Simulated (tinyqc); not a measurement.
Scale length and barrier from the threshold roll-off.

Inverse problem. For L well above Lambda the threshold falls by 2 m sqrt(A (A + Vds)) exp(-pi L/(2 Lambda)), A being the height of the source potential over the barrier top; the two values follow this form. Find Lambda and A.

Values chosen for this exercise:
```
symbol,value,unit,meaning
m,1,,long-channel body factor
Vds,0.5,V,drain voltage
```

threshold lowering at L = 24 and 39 nm (mV): 41.286865  5.8753557

Answer. The ratio of the two values gives Lambda; the prefactor gives A (A + Vds), a quadratic with one positive root.

Lambda = 12.08 nm
A = 0.2800 V

Computed by the program tinyqc: `OMP_NUM_THREADS=1 python tinyqc.py 2420143 2420144 out.jsonl`, one thread of a shared Intel Xeon 2.30GHz, about 0.01 s for the whole run.
